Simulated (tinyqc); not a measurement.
Deal-Grove kinetics of thermal oxidation of silicon: one step, computed by the program tinyqc.

Oxidant diffuses through the oxide and reacts at the interface, so that dx/dt = B/(A + 2x) for the oxide thickness x.

Question. Two steps, the one at T2 first. B = B0 p exp(-E_B/(k_B T)), B/A = (B/A)0 p^m exp(-E_A/(k_B T)), p in atm; A = B/(B/A). Temperatures in kelvin are T(C) + 273.15. tau = (x_i^2 + A x_i)/B and x = (A/2) [sqrt(1 + 4 B (t + tau)/A^2) - 1], the root of x^2 + A x = B (t + tau). First t2 at T2 from x_i, then t at T from the thickness reached.

Inputs (values chosen for the exercise, close to those used for silicon):
```
quantity                       value    unit
prefactor B0                     876  um^2/h
activation energy E_B           1.21      eV
prefactor (B/A)0            5.49e+06    um/h
activation energy E_A           2.02      eV
temperature T                    950       C
oxidant pressure p                 5     atm
pressure exponent m of B/A      0.71       -
initial oxide x_i               0.05      um
time t                          0.62       h
temperature of step 2, T2        950       C
time of step 2, t2                 4       h
```

Ambient: dry oxygen. Surface: (111). Extension: second step.

length A = 0.5534751 um

parabolic constant B = 0.04527706 um^2/h

Constants: k_B = 8.617333262e-05 eV/K.

Give: thickness after t2 at T2; final thickness in this order.

Answer.

thickness after t2 at T2 = 0.2598 um

final thickness in this order = 0.2853 um
